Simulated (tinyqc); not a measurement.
CMOS latch-up, two-transistor model: one step of the calculation.

A parasitic pnp (emitter at Vdd, base shunted by Rw) and npn (emitter at ground, base shunted by Rs) feed each other: the npn collector current flows out of the pnp base node, the pnp collector current into the npn base node. Forward-active transistors with constant gains: Icn = Isn exp(Vn/Vt), Icp = Isp (exp(Vp/Vt) - 1). A current Ii is injected into the npn base node.

Question. Holding current and voltage. On state with both base-emitter voltages at Von: npn base current Ib = (Von/Rs + bp Von/Rw)/(bn bp - 1), holding current Ih = (bn + 1) Ib + Von/Rs, holding voltage Vh = Vsat + Von + R2 (Ib + Von/Rs).

Parameters, values chosen for the exercise; values close to those of bulk CMOS:
```
symbol,value,unit,meaning
bn,23.9,,current gain of the npn
bp,3.7,,current gain of the pnp
Rs,1200,ohm,substrate resistance shunting the npn
Rw,1000,ohm,well resistance shunting the pnp
R2,50,ohm,resistance from the pnp collector to the npn base
Von,0.69,V,base-emitter voltage in the on state
Vsat,0.17,V,saturation voltage
Vdd,2.5,V,supply voltage
```

Give: bn bp; Ib; Ih; Vh.

Answer.

bn bp = 88.43
Ib = 0.03578 mA
Ih = 1.466 mA
Vh = 0.8905 V

Vh is below Vdd = 2.5 V, so the supply can sustain a latched state.

Program tinyqc, `OMP_NUM_THREADS=1 python tinyqc.py 2670045 2670046 out.jsonl`; Intel Xeon 2.30GHz, shared host, one thread, about 0.04 s.
